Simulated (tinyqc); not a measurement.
Inside a calculation. Method: Pariser-Parr-Pople SCF with singles CI, for the molecule c1ccc2cccc-2cc1 (SMILES; centres numbered as the heavy atoms are written). One step of it, computed by the program tinyqc.

Question. Iteration 2: Fock matrix. F_rr = H_rr + P_rr gamma_rr / 2 + sum_(s != r) P_ss gamma_rs; F_rs = H_rs - P_rs gamma_rs / 2; E = tr P (H + F) / 2 + core repulsion sum_(r<s) z_r z_s gamma_rs.

P after iteration 1:
```
            1C         2C         3C         4C         5C         6C         7C         8C
1C    0.835784   0.578794   0.159354  -0.249808   0.038509   0.183322   0.038509  -0.249808
2C    0.578794   0.978863   0.713524  -0.048498  -0.205657   0.010450   0.188375   0.005158
3C    0.159354   0.713524   0.906557   0.528659  -0.011806  -0.182551  -0.069927   0.143520
4C   -0.249808  -0.048498   0.528659   1.200421   0.588651  -0.052846  -0.279661   0.252148
5C    0.038509  -0.205657  -0.011806   0.588651   1.026929   0.660073   0.026591  -0.279661
6C    0.183322   0.010450  -0.182551  -0.052846   0.660073   0.938676   0.660073  -0.052846
7C    0.038509   0.188375  -0.069927  -0.279661   0.026591   0.660073   1.026929   0.588651
8C   -0.249808   0.005158   0.143520   0.252148  -0.279661  -0.052846   0.588651   1.200421
9C    0.159354  -0.170312  -0.145763   0.143520  -0.069927  -0.182551  -0.011806   0.528659
10C   0.578794  -0.020207  -0.170312   0.005158   0.188375   0.010450  -0.205657  -0.048498

            9C        10C
1C    0.159354   0.578794
2C   -0.170312  -0.020207
3C   -0.145763  -0.170312
4C    0.143520   0.005158
5C   -0.069927   0.188375
6C   -0.182551   0.010450
7C   -0.011806  -0.205657
8C    0.528659  -0.048498
9C    0.906557   0.713524
10C   0.713524   0.978863
```

core matrix H (eV):
```
             1C          2C          3C          4C          5C          6C          7C          8C
1C   -43.031983   -2.220000    0.000000    0.000000    0.000000    0.000000    0.000000    0.000000
2C    -2.220000  -43.577632   -2.220000    0.000000    0.000000    0.000000    0.000000    0.000000
3C     0.000000   -2.220000  -45.571681   -2.220000    0.000000    0.000000    0.000000    0.000000
4C     0.000000    0.000000   -2.220000  -49.320867   -2.220000    0.000000    0.000000   -2.220000
5C     0.000000    0.000000    0.000000   -2.220000  -44.485192   -2.220000    0.000000    0.000000
6C     0.000000    0.000000    0.000000    0.000000   -2.220000  -42.764948   -2.220000    0.000000
7C     0.000000    0.000000    0.000000    0.000000    0.000000   -2.220000  -44.485192   -2.220000
8C     0.000000    0.000000    0.000000   -2.220000    0.000000    0.000000   -2.220000  -49.320867
9C     0.000000    0.000000    0.000000    0.000000    0.000000    0.000000    0.000000   -2.220000
10C   -2.220000    0.000000    0.000000    0.000000    0.000000    0.000000    0.000000    0.000000

             9C         10C
1C     0.000000   -2.220000
2C     0.000000    0.000000
3C     0.000000    0.000000
4C     0.000000    0.000000
5C     0.000000    0.000000
6C     0.000000    0.000000
7C     0.000000    0.000000
8C    -2.220000    0.000000
9C   -45.571681   -2.220000
10C   -2.220000  -43.577632
```

repulsion gamma_rs (eV):
```
            1C         2C         3C         4C         5C         6C         7C         8C
1C   11.130000   5.346553   3.773205   3.243428   2.467651   2.210308   2.467651   3.243428
2C    5.346553  11.130000   5.345136   3.772577   2.830715   2.369539   2.492411   3.243355
3C    3.773205   5.345136  11.130000   5.344721   3.830358   2.936591   2.921983   3.772727
4C    3.243428   3.772577   5.344721  11.130000   5.346212   4.046371   4.045936   5.345539
5C    2.467651   2.830715   3.830358   5.346212  11.130000   5.344818   4.045107   4.045936
6C    2.210308   2.369539   2.936591   4.046371   5.344818  11.130000   5.344818   4.046371
7C    2.467651   2.492411   2.921983   4.045936   4.045107   5.344818  11.130000   5.346212
8C    3.243428   3.243355   3.772727   5.345539   4.045936   4.046371   5.346212  11.130000
9C    3.773205   3.243627   3.243332   3.772727   2.921983   2.936591   3.830358   5.344721
10C   5.346553   3.773721   3.243627   3.243355   2.492411   2.369539   2.830715   3.772577

            9C        10C
1C    3.773205   5.346553
2C    3.243627   3.773721
3C    3.243332   3.243627
4C    3.772727   3.243355
5C    2.921983   2.492411
6C    2.936591   2.369539
7C    3.830358   2.830715
8C    5.344721   3.772577
9C   11.130000   5.345136
10C   5.345136  11.130000
```

Centres (angstrom, eV; a flat drawing with bonds scaled to 1.40 angstrom):
```
centre          x          y  core charge z          W   gamma_rr
1C       2.531000   0.000000              1  11.160000  11.130000
2C       1.924000   1.261000              1  11.160000  11.130000
3C       0.559000   1.573000              1  11.160000  11.130000
4C      -0.536000   0.700000              1  11.160000  11.130000
5C      -1.867000   1.133000              1  11.160000  11.130000
6C      -2.690000   0.000000              1  11.160000  11.130000
7C      -1.867000  -1.133000              1  11.160000  11.130000
8C      -0.536000  -0.700000              1  11.160000  11.130000
9C       0.559000  -1.573000              1  11.160000  11.130000
10C      1.924000  -1.261000              1  11.160000  11.130000
```

Give: F; pi energy.

Answer.

F (eV):
```
          1C       2C       3C       4C       5C       6C       7C       8C
1C   -6.1426  -3.7673  -0.3006   0.4051  -0.0475  -0.2026  -0.0475   0.4051
2C   -3.7673  -6.0688  -4.1269   0.0915   0.2911  -0.0124  -0.2348  -0.0084
3C   -0.3006  -4.1269  -5.3902  -3.6328   0.0226   0.2680   0.1022  -0.2707
4C    0.4051   0.0915  -3.6328  -4.9364  -3.7935   0.1069   0.5657  -2.8939
5C   -0.0475   0.2911   0.0226  -3.7935  -4.9303  -3.9840  -0.0538   0.5657
6C   -0.2026  -0.0124   0.2680   0.1069  -3.9840  -5.0384  -3.9840   0.1069
7C   -0.0475  -0.2348   0.1022   0.5657  -0.0538  -3.9840  -4.9303  -3.7935
8C    0.4051  -0.0084  -0.2707  -2.8939   0.5657   0.1069  -3.7935  -4.9364
9C   -0.3006   0.2762   0.2364  -0.2707   0.1022   0.2680   0.0226  -3.6328
10C  -3.7673   0.0381   0.2762  -0.0084  -0.2348  -0.0124   0.2911   0.0915

          9C      10C
1C   -0.3006  -3.7673
2C    0.2762   0.0381
3C    0.2364   0.2762
4C   -0.2707  -0.0084
5C    0.1022  -0.2348
6C    0.2680  -0.0124
7C    0.0226   0.2911
8C   -3.6328   0.0915
9C   -5.3902  -4.1269
10C  -4.1269  -6.0688
```

pi energy = -123.5474 eV
